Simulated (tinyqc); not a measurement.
# Bandgap voltage reference from two bipolar transistors, step by step

Numbers from tinyqc (`OMP_NUM_THREADS=1 python tinyqc.py 2062054 2062055 out.jsonl`; about 0.03 s on one thread of a shared Intel Xeon 2.30GHz). Printed values are rounded.

Two transistors of area 1 and N carry the same current I. Is(T) = Is (T/T0)^eta exp[(Vg0 q/kB)(1/T0 - 1/T)], VBE1 = Vt ln(I/Is(T)) + I rb, VBE2 = Vt ln(I/(N Is(T))) + I rb/N. The amplifier forces I R1(T) = VBE1 - VBE2 + Vos, with R(T) = R (1 + tc (T - T0)) for both resistors, and the output is Vref = VBE1 + I R2(T). Base currents and the Early effect are neglected.

Inputs (values chosen for the exercise); values of the order met in silicon bipolar transistors:
- T0 = 323 K (reference temperature)
- Vg0 = 1.151 V (band-gap voltage extrapolated to 0 K)
- eta = 3.4 (temperature exponent of the saturation current)
- Is = 2.1e-16 A (saturation current of the unit transistor at T0)
- N = 8 (area ratio of the second transistor)
- R1 = 33 kohm (resistor across which the difference of VBE falls, at T0)
- tc = 0 ppm/K (temperature coefficient of both resistors)
- Vos = 0 mV (offset of the amplifier)
- rb = 36 ohm (series resistance of the unit transistor)
- R2 = 314.8 kohm (output resistor at T0)
- T = 398 K (temperature)

Constants: q = 1.602176634e-19 C, kB = 1.380649e-23 J/K. Results are converted to the units shown.

## Operating point at the reference temperature

Vt = kB T/q; I = (Vt ln N + Vos)/(R1(T) - rb (1 - 1/N)). Evaluate at T = T0.

Vt = 0.0278340 V
I = 1.75559 uA
Is(T) = 2.1e-16 A
VBE1 = 0.635978 V
I R2 = 0.552660 V
Vref = 1.18864 V

## Operating point at another temperature

Vt = kB T/q; I = (Vt ln N + Vos)/(R1(T) - rb (1 - 1/N)).

Vt = 0.0342970 V
I = 2.16323 uA
Is(T) = 1.03463e-12 A
VBE1 = 0.499205 V
I R2 = 0.680986 V
Vref = 1.18019 V

From T0 to T, VBE1 changes by -137 mV and I R2 by 128 mV, which leaves -8.45 mV in Vref.

## Resistor for zero slope at T0, ideal case

With tc = 0, Vos = 0 and rb = 0 the current is proportional to T, dVBE/dT = (VBE - Vg0 - (eta - 1) Vt)/T, and Vref has zero slope at T0 when Vref = Vg0 + (eta - 1) Vt0. Find VBE1, its slope, that Vref, R2/R1 and the curvature d2Vref/dT2 = -(eta - 1) kB/(q T0).

VBE1 = 0.635889 V
dVBE/dT = -1.80159 mV/K
Vref = 1.21780 V
R2/R1 = 10.0539
curvature = -0.640297 uV/K^2
